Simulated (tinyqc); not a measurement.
# Classical Heisenberg spin chain: exact results, Metropolis, heat-bath and over-relaxation steps, and a Monte Carlo run, step by step

A worked calculation. Computed by tinyqc, a small Python program that keeps every step. Command: `OMP_NUM_THREADS=1 python tinyqc.py 3130355 3130356 out.jsonl heismc walk`. One thread of a shared host (Intel(R) Xeon(R) Processor @ 2.30GHz), about 0.2 s of CPU time with the checks. Intermediate numbers are printed to about 7 digits and carried at full precision; extremes and crossings named in words are read from the listed rows.

E = -J sum_i s_i . s_(i+1) for unit vectors s_i on an open chain; K = J/(k_B T).

Inputs (values chosen for the exercise, for a model chain of large moments):

| quantity | value | unit |
|---|---|---|
| coupling J | -2.6 | meV |
| temperature T | 22.6 | K |
| moment mu | 3.1 | mu_B |
| length N of the open chain | 16 | - |
| seed | 366134 | - |

Update: heat bath.

Constants: k_B = 8.617333262e-05 eV/K; mu_B = 5.7883818060e-05 eV/T.

## Exact results

Each bond angle is independent, so u = <s_i . s_(i+1)> = coth K - 1/K, <s_i . s_(i+n)> = u^n, correlation length xi = -1/ln|u|, energy per bond -J u, heat capacity per bond c/k_B = 1 - K^2/sinh^2 K, and for the long chain chi = mu^2 (1 + u)/(3 k_B T (1 - u)) per spin.

K = -1.335033

u = -0.3997542

xi = 1.090625 sites

energy per bond = -1.039361 meV

heat capacity = 0.4301235 k_B/bond

chi over the Curie value = 0.4288223

chi = 0.04082774 mu_B/T per spin

## Finite chain

For N spins, <|sum s|^2>/N = (1 + u)/(1 - u) - 2 u (1 - u^N)/(N (1 - u)^2); the long chain has (1 + u)/(1 - u), chi over the Curie value, and the difference is relative to it.

<|sum s|^2>/N = 0.4543258

difference from the long chain = 5.947328 %

## Four single-spin steps

four neighbouring spins (rows; components x, y, z):
```
         1        2        3
1  -0.4252  -0.3224   0.8457
2   0.1910  -0.5130  -0.8369
3   0.7570   0.2314   0.6111
4  -0.6185  -0.7702   0.1556
```

random numbers, one row a step:
```
        1       2       3
1  0.9380  0.0422  0.3496
2  0.9910  0.5874  0.9590
3  0.0412  0.0170  0.8373
4  0.6058  0.4624  0.6606
```

The given spins are first normalised. Spins 2 and 3 are updated in turn, with h = K (sum of the two neighbours). Heat bath: cos(theta) = 1 + ln(1 - r1 (1 - exp(-2 |h|)))/|h| about n = h/|h|, azimuth 2 pi r2 = phi in the frame a = n x z/|n x z|, b = n x a: s = n cos(theta) + sin(theta)(a cos(phi) + b sin(phi)); r1, r2 are the first two numbers of the row.

Steps:

| spin | \|h\| | h . s before | h . s after | move | x | y | z |
|---|---|---|---|---|---|---|---|
| 2 | 1.998388 | 1.480710 | -0.536943 | heat bath | 0.5423774 | 0.8151208 | 0.2034816 |
| 3 | 0.493700 | -0.229880 | -0.478656 | heat bath | 0.0135057 | 0.2346385 | 0.9719889 |
| 2 | 2.490931 | -0.100164 | 2.449153 | heat bath | 0.2362398 | -0.1350533 | -0.9622637 |
| 3 | 1.697301 | 1.337221 | 0.816684 | heat bath | -0.5898261 | 0.7940927 | 0.1467039 |

## A run and its error bars

From the ordered state (alternating for J < 0), with each spin drawn from exp(h . s), h = K x sum of neighbours, 200 sweeps are discarded and 1600 recorded (even and odd sites in turn; random numbers not printed, so these rows are one sample). Errors are the scatter of block means over sqrt(number of blocks).

Blocking:

| block length | mean bond product | error | <\|sum s\|^2>/N | error |
|---|---|---|---|---|
| 1 | -0.3984454 | 0.003182544 | 0.4670127 | 0.009590228 |
| 4 | -0.3984454 | 0.003327543 | 0.4670127 | 0.009466691 |
| 16 | -0.3984454 | 0.003469237 | 0.4670127 | 0.008652681 |
| 40 | -0.3984454 | 0.003475547 | 0.4670127 | 0.009111392 |
| 80 | -0.3984454 | 0.003740740 | 0.4670127 | 0.009323791 |

With blocks of 40 the bond product is 0.4 error bars from the exact u = -0.3998, and <|sum s|^2>/N is 1.4 from the exact 0.454. Blocking to 40 changes the two errors by factors 1.1 and 1.0.

Checks made by the program: c against a difference of the energy (relative difference 8e-08).
